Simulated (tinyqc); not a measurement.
Density of surface states from the Kelvin-probe reading.

Problem. n-type bulk, xi = Ec - EF = Vt ln(Nc/Nd), p0 = ni^2/Nd, ni = sqrt(Nc Nv) exp(-Eg/(2 Vt)), Eg in volts. b is the upward band bending, u = b/Vt. Space charge per area, in units of q: Qc = sign(b) sqrt((2 eps0 eps_r Vt/q) [(Nd + dn)(exp(-u) - 1) + Nd u + (p0 + dn)(exp(u) - 1)]), with dn the excess density under light (flat quasi-Fermi levels; 0 in the dark). The states hold -Ds (E0 - xi - b): negative while the Fermi level lies above the neutrality level. Neutrality: Qc + Qf + (charge of the states) = 0. Work function chi + xi + b; contact potential difference CPD = (work function of the sample) - pt. Find b, Qc and Ds.

Inputs (values chosen for the exercise); band and dielectric values close to those of 4H silicon carbide:

| symbol | value | unit | meaning |
|---|---|---|---|
| T | 300 | K | temperature |
| Eg | 3.22 | eV | band gap |
| eps_r | 9.79 |  | relative permittivity |
| Nc | 1.69e19 | cm^-3 | conduction-band density of states at T |
| Nv | 2.49e19 | cm^-3 | valence-band density of states at T |
| chi | 3.59 | eV | electron affinity |
| Nd | 1.2e16 | cm^-3 | donor density |
| Qf | 0 | cm^-2 | fixed positive charge at the surface |
| pt | 4.97 | eV | work function of the probe tip |
| E0 | 0.54 | eV | depth of their neutrality level below the conduction edge |

Constants: q = 1.602176634e-19 C, kB = 1.380649e-23 J/K, Vt = kB T/q, eps0 = 8.8541878128e-14 F/cm where lengths are in cm. Results are converted to the units shown.

CPD = -870.63662 mV

Answer. The CPD gives b, b gives Qc, and neutrality gives Ds.

b = 0.322 V
Qc = 1.96e11 cm^-2
Ds = 6.40e12 cm^-2 eV^-1

tinyqc, about 0.01 s, one thread, Intel Xeon 2.30GHz (shared host): `OMP_NUM_THREADS=1 python tinyqc.py 2430108 2430109 out.jsonl`
